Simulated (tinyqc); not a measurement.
Inside a calculation. Method: Hubbard ring of 3 sites. One step of it, computed by the program tinyqc.

Problem. Mean-field iteration 2. H(up) = T + U n(down), H(down) = T + U n(up); fill the lowest levels; n(new) = n + mixing (n(out) - n); E = tr T (rho up + rho down) + U sum n_up n_down of the output.

one-body matrix (hopping and site energies) (eV):
```
,1,2,3
1,0.230000,-1.470000,-1.470000
2,-1.470000,-0.260000,-1.470000
3,-1.470000,-1.470000,-0.360000
```

U = 7.700000 eV

electrons, up and down: 2  1

mixing = 0.200000

n(up) after iteration 1: 1 0.701928, 2 0.568514, 3 0.770358

n(down) after iteration 1: 1 0.275825, 2 0.393730, 3 0.289645

Give: levels, up; levels, down; energy; n(up) after iteration 2; n(down) after iteration 2.

Solution.

levels, up (eV): -0.6389  3.5593  4.0755

levels, down (eV): 2.0464  6.2038  7.0740

energy = -0.2234 eV

n(up) after iteration 2: 1 0.7028, 2 0.5204, 3 0.8094

n(down) after iteration 2: 1 0.2698, 2 0.4154, 3 0.2822
